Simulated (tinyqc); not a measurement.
Inside a calculation. Method: UHF in the 3-21g basis, for H3, spin multiplicity 2. This run ends on a higher stationary point, not on the lowest solution. Computed by tinyqc, a small Python program that keeps every step (integrals from PySCF). Settings: charge = 0, multiplicity = 2, basis = 3-21g, energy threshold = 1e-10, iteration cap = 55, orthogonalisation = symmetric, start = Wolfsberg-Helmholz matrix, DIIS depth = 4, method = UHF. Command: `OMP_NUM_THREADS=1 python tinyqc.py 24705 24706 out.jsonl` (the two numbers bound the seeds that draw the settings). One thread of a shared host (Intel(R) Xeon(R) Processor @ 2.60GHz), about 0.1 s of CPU time with the checks.

Geometry (angstrom):
```
atom       x       y       z
H     0.0000  0.0000  0.0000
H     0.0000  0.0000  1.3470
H     0.0000  1.2830  0.6730
```

Stop when the energy changes by less than 1e-10 hartree and every element of the error matrix X^T (F D S - S D F) X (for each spin) is below 3e-06.

Course of the cycle:
```
iteration  E (hartree)     change  largest element of the error matrix
1            -1.338189          -                             1.65e-01
2            -1.469150  -1.31e-01                             3.94e-02
3            -1.476515  -7.37e-03                             3.55e-03
4            -1.476636  -1.21e-04                             7.01e-04
5            -1.476640  -4.06e-06                             2.83e-04
6            -1.476641  -1.11e-06                             1.60e-04
7            -1.476641   1.78e-07                             1.53e-04
8            -1.476639   1.75e-06                             4.56e-05
9            -1.476639   1.34e-07                             3.90e-06
10           -1.476639  -2.64e-10                             1.39e-06
11           -1.476639  -2.86e-11                             8.33e-07
```

Can the last value be used, and what does the course show?

No, though the log alone does not show it. Converged in 11 iterations. But the solution lies 0.01417 hartree above the reference: it is another stationary point, not the lowest one. Reruns (cap 100 unless said): DIIS 8: converged in 10 to a higher stationary point; damping 0.5: not converged; level shift 0.5: not converged; atomic densities as start, DIIS 8: converged in 11 to a higher stationary point. PySCF UHF in the same basis, after a stability check = -1.490809 hartree.
